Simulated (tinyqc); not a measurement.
# Worked calculation: metal-interlayer-semiconductor contact, depinning against tunnelling resistance

tinyqc, about 0.03 s, one thread, Intel Xeon 2.30GHz (shared host): `OMP_NUM_THREADS=1 python tinyqc.py 2270009 2270010 out.jsonl` Printed values are rounded.

Zero bias, n-type semiconductor. Gap states at the semiconductor surface thin out as exp(-be ti), which unpins the barrier; electrons must then cross the interlayer (a rectangular barrier, no voltage drop across it) and the parabolic depleted layer, both by WKB. Energies E are counted from the Fermi level; no image force, parabolic bands.

Inputs (values chosen for the exercise); semiconductor values close to those of gallium arsenide; interlayer mass of the order of that in lanthanum oxide, offset chosen freely:
- T = 400 K (temperature)
- Eg = 1.36 eV (band gap)
- eps_r = 13 (relative permittivity)
- chi = 3.92 eV (electron affinity)
- Nc = 6.77e17 cm^-3 (conduction-band density of states at T)
- mt = 0.0647 m0 (tunnelling mass in the semiconductor)
- mA = 0.0664 m0 (Richardson mass)
- Nd = 9e18 cm^-3 (donor density)
- E0 = 0.52 eV (charge-neutrality level above the valence band)
- S0 = 0.1 (pinning factor without interlayer)
- phiM = 4.2 eV (metal work function)
- ti = 1.3 nm (interlayer thickness)
- dE = 2.1 eV (conduction-band offset of the interlayer above the semiconductor)
- mi = 0.3 m0 (tunnelling mass in the interlayer)
- be = 1.9 1/nm (decay constant of gap states through the interlayer)

Constants: q = 1.602176634e-19 C, kB = 1.380649e-23 J/K, eps0 = 8.8541878128e-12 F/m, hbar = 1.054571817e-34 J s, h = 6.62607015e-34 J s, m0 = 9.1093837015e-31 kg, Vt = kB T/q, hbar^2/(2 m0) = 0.0380998212 eV nm^2. Results are converted to the units shown.

## Pinning, barrier and scales

S = 1/(1 + (1/S0 - 1) exp(-be ti)); phiB = S (phiM - chi) + (1 - S)(Eg - E0); xi = Ec - EF deep inside, from Nd = Nc F(-xi/Vt), F(x) = (2/sqrt(pi)) int_0^infinity sqrt(u) du/(1 + exp(u - x)); band bending U = phiB - xi; E00 = (hbar/2) sqrt(Nd/(eps0 eps_r mt m0)) in volts; A = 4 pi q mA m0 kB^2/h^3.

S = 0.5677741
phiB = 0.5220465 eV
xi = -0.2295184 eV
U = 0.7515649 eV
E00 = 0.06073300 eV
A = 7.979502 A/(cm^2 K^2)

The interlayer moves the barrier from 0.784 eV to 0.522 eV; the unpinned limit is phiM - chi = 0.280 eV. E00/Vt = 1.76: by the usual rule of thumb (0.5 to 5) thermionic-field emission.

## Exponents and integrand on an energy grid

E, point 0 to 14 (eV): -0.22  -0.17214  -0.12429  -0.07643  -0.02857  0.01929  0.06714  0.115  0.16286  0.21071  0.25857  0.30643  0.35429  0.40214  0.45

With U = phiB - xi: for xi < E < phiB, y = (E - xi)/U and G1 = (U/E00) [sqrt(1 - y) - y ln((1 + sqrt(1 - y))/sqrt(y))], G1 = 0 above phiB; G2 = 2 ti sqrt(mi max(phiB + dE - E, 0)/C), C = hbar^2/(2 m0); f = 1/(1 + exp(E/Vt)); integrand exp(-G1 - G2) f.

```
point        G1        G2            f  integrand (1e-8)
0      11.84579  12.29952    0.9983119          0.003259
1      10.04165  12.19552    0.9932672          0.021857
2       8.63585  12.09064    0.9735531          0.097041
3       7.42974  11.98483    0.9017953          0.333786
4       6.36377  11.87807    0.6961123          0.832432
5       5.40835  11.77035    0.3636336          1.259066
6       4.54627  11.66165    0.1247914          1.140708
7       3.76600  11.55191   0.03434670          0.764543
8       3.06031  11.44111  0.008794638          0.442924
9       2.42443  11.32926  0.002209075          0.234997
10      1.85509  11.21626  5.519778e-4          0.116173
11      1.35116  11.10212  1.377502e-4          0.053790
12      0.91309  10.98679  3.436589e-5          0.023339
13      0.54377  10.87026  8.575418e-6          0.009467
14      0.24976  10.75244  2.139186e-6          0.003565
```

## Contact resistivity

1/rho_c = (A T^2/Vt^2) I, with I the trapezoid sum of the integrand over the grid.

I = 2.552467e-9 eV
rho_c = 0.36459 ohm cm^2

A fine grid from xi upwards gives rho_c = 0.3643 ohm cm^2; the coarse value is 0.087 % above it. The integrand peaks at E = 0.032 eV, and 0.010 % of the current flows above phiB. Tunnelling through the interlayer costs a factor of 1.21e5 at this barrier height; the bare contact (ti = 0) has rho_c = 1.04e-4 ohm cm^2, so with the interlayer rho_c is 3500 times that.
